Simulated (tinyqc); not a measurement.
Worked calculation: RHF in the sto-6g basis, for BeH2, spin multiplicity 1. One step of it, computed by the program tinyqc.

Question. Iteration 2: diagonalisation and new density. Diagonalise F' = X^T F X, C = X C', fill 3 alpha and 3 beta electrons from the bottom; D = 2 C_occ C_occ^T. Each column has its largest component positive (the first on a tie).

extrapolated F (hartree):
```
            1Be 1s     1Be 2s    1Be 2px    1Be 2py    1Be 2pz      2H 1s      3H 1s
1Be 1s   -6.031125  -1.417150   0.000000   0.000000   0.000000  -0.172457  -0.172457
1Be 2s   -1.417150  -0.756583   0.000000   0.000000   0.000000  -0.179846  -0.179846
1Be 2px   0.000000   0.000000  -0.595267   0.000000   0.000000   0.000000   0.000000
1Be 2py   0.000000   0.000000   0.000000  -0.262252   0.000000  -0.142850   0.142850
1Be 2pz   0.000000   0.000000   0.000000   0.000000  -0.266440   0.000000   0.000000
2H 1s    -0.172457  -0.179846   0.000000  -0.142850   0.000000  -0.119395  -0.019498
3H 1s    -0.172457  -0.179846   0.000000   0.142850   0.000000  -0.019498  -0.119395
```

X:
```
            1Be 1s     1Be 2s   1Be 2px    1Be 2py   1Be 2pz      2H 1s      3H 1s
1Be 1s    1.027188  -0.144550  0.000000   0.000000  0.000000   0.019149   0.019149
1Be 2s   -0.144550   1.121915  0.000000   0.000000  0.000000  -0.188924  -0.188924
1Be 2px   0.000000   0.000000  1.000000   0.000000  0.000000   0.000000   0.000000
1Be 2py   0.000000   0.000000  0.000000   1.165689  0.000000  -0.261825   0.261825
1Be 2pz   0.000000   0.000000  0.000000   0.000000  1.000000   0.000000   0.000000
2H 1s     0.019149  -0.188924  0.000000  -0.261825  0.000000   1.129462  -0.042625
3H 1s     0.019149  -0.188924  0.000000   0.261825  0.000000  -0.042625   1.129462
```

Give: F' = X^T F X; orbital energies; coefficients C; D after iteration 2.

Answer.

F' = X^T F X (hartree):
```
        1       2       3       4       5       6       7
1  -5.970  -0.593   0.000   0.000   0.000  -0.026  -0.026
2  -0.593  -0.495   0.000   0.000   0.000  -0.067  -0.067
3   0.000   0.000  -0.595   0.000   0.000   0.000   0.000
4   0.000   0.000   0.000  -0.196   0.000  -0.104   0.104
5   0.000   0.000   0.000   0.000  -0.266   0.000   0.000
6  -0.026  -0.067   0.000  -0.104   0.000  -0.033  -0.035
7  -0.026  -0.067   0.000   0.104   0.000  -0.035  -0.033
```

orbital energies (hartree): MO1 -6.034, MO2 -0.595, MO3 -0.453, MO4 -0.274, MO5 -0.266, MO6 -0.047, MO7 0.081

coefficients C:
```
            MO1    MO2     MO3     MO4    MO5     MO6     MO7
1Be 1s    1.006  0.000  -0.242   0.000  0.000   0.077   0.000
1Be 2s   -0.026  0.000   1.039   0.000  0.000  -0.520   0.000
1Be 2px   0.000  1.000   0.000   0.000  0.000   0.000   0.000
1Be 2py   0.000  0.000   0.000   0.855  0.000   0.000   0.875
1Be 2pz   0.000  0.000   0.000   0.000  1.000   0.000   0.000
2H 1s     0.005  0.000  -0.008   0.159  0.000   0.792  -0.855
3H 1s     0.005  0.000  -0.008  -0.159  0.000   0.792   0.855
```

D after iteration 2:
```
         1Be 1s  1Be 2s  1Be 2px  1Be 2py  1Be 2pz   2H 1s   3H 1s
1Be 1s    2.142  -0.556    0.000    0.000    0.000   0.014   0.014
1Be 2s   -0.556   2.162    0.000    0.000    0.000  -0.018  -0.018
1Be 2px   0.000   0.000    2.000    0.000    0.000   0.000   0.000
1Be 2py   0.000   0.000    0.000    0.000    0.000   0.000   0.000
1Be 2pz   0.000   0.000    0.000    0.000    0.000   0.000   0.000
2H 1s     0.014  -0.018    0.000    0.000    0.000   0.000   0.000
3H 1s     0.014  -0.018    0.000    0.000    0.000   0.000   0.000
```
